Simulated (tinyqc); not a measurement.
Inside a calculation. Model: absorption edge of a degenerate semiconductor, band filling against gap narrowing.

tinyqc, about 0.01 s, one thread, Intel Xeon 2.30GHz (shared host): `OMP_NUM_THREADS=1 python tinyqc.py 2330172 2330173 out.jsonl` Printed values are rounded.

n-type, parabolic bands, full ionisation. eta = (EF - Ec)/kB T solves N = Nc F12(eta), F12(x) = (2/sqrt(pi)) int_0^infinity sqrt(u)/(1 + exp(u - x)) du. The gap shrinks rigidly by dEg = a3 y^(1/3) + a4 y^(1/4) + a2 y^(1/2), y = N/1e18 cm^-3, an empirical law that is here taken as the true narrowing.

Values chosen for this exercise; band and dielectric values close to those of gallium nitride: temperature T = 300 K; band gap Eg = 3.34 eV; conduction-band density of states at 300 K, from me Nc = 2.19e18 cm^-3; electron mass me = 0.197 m0; hole mass mh = 1.01 m0; ionised donor density N = 1.3e19 cm^-3; coefficient of (N/1e18)^(1/3) a3 = 11.6 meV; coefficient of (N/1e18)^(1/4) a4 = 9.1 meV; coefficient of (N/1e18)^(1/2) a2 = 2.4 meV.

Constants: q = 1.602176634e-19 C, kB = 1.380649e-23 J/K, h = 6.62607015e-34 J s, c = 299792458 m/s, Vt = kB T/q. Results are converted to the units shown.

Range of the model: Band tails, non-parabolic bands and incomplete ionisation are left out.

## Iteration 1: Fermi level

eta at the start (Boltzmann value) = 1.781

Newton step on ln F12(eta) = ln(N/Nc): eta(new) = eta - ln(Nc F12/N) F12/Fm, Fm(x) = dF12/dx = (1/sqrt(pi)) int_0^infinity u^(-1/2)/(1 + exp(u - x)) du.

F12 = 2.513158
Fm = 1.371500
eta after iteration 1 = 3.355975

## Course of the iteration

Stop when eta changes by less than 1e-9.

Course of the iteration:
```
iteration	eta	change
1	3.355975	1.57
2	3.717292	0.361
3	3.731565	0.0143
4	3.731585	2.06e-5
5	3.731585	4.29e-11
```

Converged in 5 iterations.

## The optical edge

converged eta = 3.731585

Vertical transitions need an empty final state: the edge is taken where the state lies 4 kB T below EF, E_opt = Eg - dEg + (1 + me/mh) max(eta - 4, 0) kB T; wavelength h c/(q E_opt).

dEg = 53.20815 meV
EF - Ec = 96.46895 meV
filling shift = 0 meV
E_opt = 3.286792 eV
wavelength = 377.2195 nm

The edge lies 53.2 meV below the undoped gap: narrowing outweighs filling.
